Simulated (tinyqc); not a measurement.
Threshold-voltage variability of a planar MOSFET, analytic estimates: two steps of the calculation.

Three independent sources add in quadrature: random dopants in the depleted layer, metal-gate grains of two orientations, and roughness of the two gate edges acting through the roll-off VT = VT(long) - Vr exp(-L/l). These are first-order estimates: no three-dimensional electrostatics, no percolation.

Values chosen for this exercise; material values those of a made-up semiconductor:
```
symbol      value  unit                                                 meaning
L              20    nm                                             gate length
W              47    nm                                              gate width
G               4    nm                                        metal grain size
dW           0.15    eV  work-function difference of the two grain orientations
p             0.6              share of the orientation of higher work function
De            0.8    nm                          rms roughness of one gate edge
La             30    nm                     correlation length of the roughness
l             5.2    nm                  decay length of the threshold roll-off
Vr              3     V                               prefactor of the roll-off
Nb      268435456                                               number of cells
Y            0.87                                                  wanted yield
```

Question 1. Metal grains and edge roughness. Grains: Ng = L W/G^2 (at least 1), s2 = dW sqrt(p (1 - p)/Ng). Edges, with exponential correlation and u = W/La: the mean gate length has sL^2 = 2 De^2 (2/u)[1 - (1 - exp(-u))/u]; s3 = sL (Vr/l) exp(-L/l).

Find: Ng; s2; sL; dVT/dL; s3.

Answer 1.

Ng = 58.75
s2 = 9.587 mV
sL = 0.8993 nm
dVT/dL = 12.32 mV/nm
s3 = 11.08 mV

Question 2. Margin in standard deviations for the wanted yield. Cells fail independently with probability Q(k) = erfc(k/sqrt(2))/2 when the margin is k standard deviations, and Y = exp(-Nb Q(k)). phi = exp(-k^2/2)/sqrt(2 pi). Newton steps on ln Q(k) = ln(-ln(Y)/Nb): k(new) = k + [ln Q - ln(-ln(Y)/Nb)] Q/phi.

k after iteration 1 = 9.4145539

Find: Q(k); phi; k after iteration 2.

Answer 2.

Q(k) = 2.375e-21
phi = 2.261e-20
k after iteration 2 = 6.672

Program tinyqc, `OMP_NUM_THREADS=1 python tinyqc.py 2090016 2090017 out.jsonl`; Intel Xeon 2.30GHz, shared host, one thread, about 0.01 s.
